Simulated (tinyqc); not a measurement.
Inside a calculation. Method: CIS and TDHF on RHF in the sto-3g basis, for H3+, spin multiplicity 1. One step of it, computed by the program tinyqc.

Task: CIS matrix, singlets. A(ia,jb) = (e_a - e_i) d_ij d_ab + 2 (ia|jb) - (ij|ab).

orbital energies (hartree): MO1 -1.191737, MO2 -0.036817, MO3 -0.035923

Two-electron integrals over orbitals (pq|rs), unique and non-zero (hartree):
```
(11|11) 0.605689    (21|11) -0.000075   (21|21) 0.143781    (22|11) 0.587725
(22|21) 0.060446    (22|22) 0.667858    (31|11) 0.000086    (31|21) 1.88e-08
(31|22) -0.069010   (31|31) 0.143783    (32|11) 3.21e-08    (32|21) -0.069087
(32|22) -0.000058   (32|31) -0.060422   (32|32) 0.073155    (33|11) 0.587853
(33|21) -0.060489   (33|22) 0.521611    (33|31) 0.069059    (33|32) 0.000058
(33|33) 0.667921
```

Give: CIS matrix A, singlet.

Result:

CIS matrix A, singlet (hartree):
```
        1>2     1>3
1>2  0.8548  0.0000
1>3  0.0000  0.8555
```
